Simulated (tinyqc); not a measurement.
Exponent and activation energy from three stresses.

Question. Oxide breakdown follows t63 = a V^(-n) exp(Ea q/(kB T)). Find n, Ea and the E-model slope gamma = n/E (cm/MV) at the higher voltage, E = V/tox.

Values chosen for this exercise:
- tox = 2 nm (oxide thickness)

Constants: q = 1.602176634e-19 C, kB = 1.380649e-23 J/K. Results are converted to the units shown.

t63 at (2.39 V, 398 K), (3.14 V, 398 K) and (3.14 V, 423 K) (s): 1.0208723e6  6.0495263  2.0079447

Solution. The two voltages give n and the two temperatures Ea.

n = 44.10
Ea = 0.6400 eV
gamma = 2.809 cm/MV

Numbers from tinyqc (`OMP_NUM_THREADS=1 python tinyqc.py 2070145 2070146 out.jsonl`; about 0.01 s on one thread of a shared Intel Xeon 2.30GHz).
